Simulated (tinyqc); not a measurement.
Tunnelling through a thin dielectric with one trap, as a tight-binding chain: one step. Transmission. The numbers come from values chosen for the exercise (barrier and mass of the size used for SiO2 on silicon).

Hopping -t everywhere, t = c/(m a^2), c = hbar^2/2m0; lead sites at 2t (band bottom 0), barrier sites 1 to N at 2t + phi, and site j has U besides. No voltage. Leads give S = -t exp(ika) on sites 1 and N, cos(ka) = 1 - E/(2t). T = (2 t sin(ka))^2 |G_1N|^2, G = (E - H - S)^-1. In the barrier cosh(q a) = 1 + (phi - E)/(2t).

E - H - S (eV):
```
[[-4.866239+1.671249i, 2.381239, 0.000000, 0.000000, 0.000000, 0.000000, 0.000000, 0.000000, 0.000000, 0.000000, 0.000000],
 [2.381239, -6.562478, 2.381239, 0.000000, 0.000000, 0.000000, 0.000000, 0.000000, 0.000000, 0.000000, 0.000000],
 [0.000000, 2.381239, -6.562478, 2.381239, 0.000000, 0.000000, 0.000000, 0.000000, 0.000000, 0.000000, 0.000000],
 [0.000000, 0.000000, 2.381239, -6.562478, 2.381239, 0.000000, 0.000000, 0.000000, 0.000000, 0.000000, 0.000000],
 [0.000000, 0.000000, 0.000000, 2.381239, -1.732478, 2.381239, 0.000000, 0.000000, 0.000000, 0.000000, 0.000000],
 [0.000000, 0.000000, 0.000000, 0.000000, 2.381239, -6.562478, 2.381239, 0.000000, 0.000000, 0.000000, 0.000000],
 [0.000000, 0.000000, 0.000000, 0.000000, 0.000000, 2.381239, -6.562478, 2.381239, 0.000000, 0.000000, 0.000000],
 [0.000000, 0.000000, 0.000000, 0.000000, 0.000000, 0.000000, 2.381239, -6.562478, 2.381239, 0.000000, 0.000000],
 [0.000000, 0.000000, 0.000000, 0.000000, 0.000000, 0.000000, 0.000000, 2.381239, -6.562478, 2.381239, 0.000000],
 [0.000000, 0.000000, 0.000000, 0.000000, 0.000000, 0.000000, 0.000000, 0.000000, 2.381239, -6.562478, 2.381239],
 [0.000000, 0.000000, 0.000000, 0.000000, 0.000000, 0.000000, 0.000000, 0.000000, 0.000000, 2.381239, -4.866239+1.671249i]]
```

t = 2.381239 eV
ka = 0.7779773 rad

Question. Invert the matrix; T = (2 t sin(ka))^2 |G_1N|^2.

Give: first row of G; T.

Answer.

first row of G (1/eV): [-0.2157-0.09184i, -0.08528-0.03631i, -0.01933-0.008236i, 0.03201+0.01362i, 0.1075+0.04576i, 0.04623+0.01968i, 0.01987+0.008468i, 0.008535+0.003659i, 0.003650+0.001617i, 0.001523+0.0007961i, 0.0005468+0.0005774i]

T = 7.065e-06

Without the trap T is 3.44e-08: the trap changes it by a factor 205 at this energy.

Computed by tinyqc, a small Python program: `OMP_NUM_THREADS=1 python tinyqc.py 1450794 1450795 out.jsonl` (the numbers bound the seed that draws the inputs); one thread of a shared host (Intel(R) Xeon(R) Processor @ 2.30GHz), about 0.1 s for the whole set of steps.
